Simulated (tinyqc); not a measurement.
# Minority-electron transport through the base of a bipolar transistor (Moll-Ross and Kroemer integrals), step by step

A worked calculation. Computed by tinyqc, a small Python program that keeps every step. Command: `OMP_NUM_THREADS=1 python tinyqc.py 3024686 3024687 out.jsonl base walk`. One thread of a shared host (Intel(R) Xeon(R) Processor @ 2.30GHz), about 0.01 s of CPU time with the checks. Intermediate numbers are printed to about 7 digits and carried at full precision; extremes and crossings named in words are read from the listed rows.

Low injection, one dimension, x from the emitter edge (0) to the collector edge (W), s = x/W. Recombination is treated as a small correction (valid for tau_B well below tau_n), computed from the stored charge.

Inputs (values chosen for the exercise, modelled on silicon):
```
quantity,value,unit
intrinsic density n_i at the emitter edge,9.5e+09,1/cm^3
base doping at the emitter edge N_0,8.1e+17,1/cm^3
base width W,480,nm
mu_min,180,cm^2/(V s)
mu_max,1410,cm^2/(V s)
N_ref,1.1e+17,1/cm^3
saturation velocity v_s,0.86,1e7 cm/s
electron lifetime tau_n,5.9,ns
emitter Gummel number G_E,2.5e+14,s/cm^4
base-emitter voltage V_BE,0.71,V
temperature T,300,K
```

Base doping profile: uniform. Gap grading: none. Exit of the base: infinite sink.

Constants: k_B = 8.617333262e-05 eV/K; e = 1.602176634e-19 C.

## Profile and built-in field

N(x) = N_0; n_i(x) = n_i; D(x) = (k_B T/e) mu, mu = mu_min + (mu_max - mu_min)/(1 + (N/N_ref)^0.7). Field that drives electrons towards the collector, averaged over the base: (k_B T/e) ln[N_0 n_i(W)^2/(N(W) n_i^2)]/W.

Across the base:
```
s,N (1/cm^3),n_i(x)^2/n_i^2,D (cm^2/s),y (s/cm^5)
0.0,8.10e+17,1,10.95569,7.393419e+16
0.2,8.10e+17,1,10.95569,7.393419e+16
0.4,8.10e+17,1,10.95569,7.393419e+16
0.6,8.10e+17,1,10.95569,7.393419e+16
0.8,8.10e+17,1,10.95569,7.393419e+16
1.0,8.10e+17,1,10.95569,7.393419e+16
```

drift factor eta (potential drop in k_B T/e) = 0

mean built-in field = 0 kV/cm

## Collector current and transit time

With y(x) = N n_i^2/(D n_i(x)^2): base Gummel number G_B = int_0^W y dx; J_C = e n_i^2 exp(e V_BE/k_B T)/G_B; n(x) = (J_C/e)(n_i(x)^2/(N n_i^2)) [int_x^W y dx]; transit time tau_B = (e/J_C) int n dx; trapezoid rule on 401 even points.

base Gummel number G_B = 3.548841e+12 s/cm^4

collector current density J_C = 3.447832 A/cm^2

base transit time tau_B = 105.1508 ps

share of the exit term in G_B = 0 %

mean velocity W/tau_B = 0.04564871 1e7 cm/s

Plain diffusion with the D of the emitter edge would take W^2/(2D) = 105 ps, 1.00 times the result.

## Gain and speed

Emitter-limited gain beta_E = G_E/G_B; recombination-limited gain beta_R = tau_n/tau_B; 1/beta = 1/beta_E + 1/beta_R; f_T from the base alone = 1/(2 pi tau_B).

beta_E = 70.44554

beta_R = 56.10987

current gain beta = 31.23288

f_T from the base alone = 1.513587 GHz

The gain is limited mainly by recombination in the base (56 % of the base current).

## What grading buys

N(x) = N_0; n_i(x)^2 = n_i^2 exp(s dE_g/k_B T); D(x) = (k_B T/e) mu, mu = mu_min + (mu_max - mu_min)/(1 + (N/N_ref)^0.7).

The same base with other gradings:
```
dE_g (meV),dE_g/k_B T,G_B (s/cm^4),J_C gain,tau_B (ps),speed gain
0,0.00000,3.548841e+12,1.00000,105.1508,1.000000
25,0.96704,2.274514e+12,1.56026,78.0893,1.346546
50,1.93409,1.569651e+12,2.26091,60.6413,1.733980
75,2.90113,1.156035e+12,3.06984,48.8763,2.151366
100,3.86817,8.982819e+11,3.95070,40.6061,2.589533
150,5.80226,6.097940e+11,5.81974,30.0174,3.502995
200,7.73635,4.585372e+11,7.73948,23.6720,4.441991
300,11.60452,3.058341e+11,11.60381,16.5618,6.349000
```

At 100 meV J_C rises by a factor 3.95 and the transit is 2.59 times faster; at 300 meV the factors are 11.60 and 6.35. For a uniform base without exit term both tend to be linear in dE_g/k_B T, J_C as x/(1 - exp(-x)) and the speed as x/2.

Checks made by the program: transit time against W^2/(D eta) [1 - (1 - exp(-eta))/eta] plus the exit term (relative difference below 1e-10).
